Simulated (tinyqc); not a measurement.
Inside a calculation. Method: plane-wave Kohn-Sham cycle with exchange-only LDA in a layered model solid. One step of it, computed by the program tinyqc.

Problem. Iteration 2: Hamiltonian at one k. H(m,m') = (k + G_m)^2/2 delta + V(G_m - G_m'), with V(-G) = V(G).

A solid whose potential varies along x alone (atomic units):
```
parameter                      value
period a                   12.900000
cross-section of the cell  25.000000
electrons per cell                 2
grid points                       16
plane waves -n..n, n               3
k points                           3
V1 in V1 cos(2 pi x/a)     -0.790000
```

V(G_m), m = 0, 1, 2, ... (hartree): -0.180512  -0.371708  0.001416  -0.000419  -0.000208  -0.000019  0.000016

k = 0.000000 2 pi / a

Give: H.

Solution.

H (hartree):
```
        -3      -2      -1      +0      +1      +2      +3
-3   0.887  -0.372   0.001   0.000   0.000   0.000   0.000
-2  -0.372   0.294  -0.372   0.001   0.000   0.000   0.000
-1   0.001  -0.372  -0.062  -0.372   0.001   0.000   0.000
+0   0.000   0.001  -0.372  -0.181  -0.372   0.001   0.000
+1   0.000   0.000   0.001  -0.372  -0.062  -0.372   0.001
+2   0.000   0.000   0.000   0.001  -0.372   0.294  -0.372
+3   0.000   0.000   0.000   0.000   0.001  -0.372   0.887
```
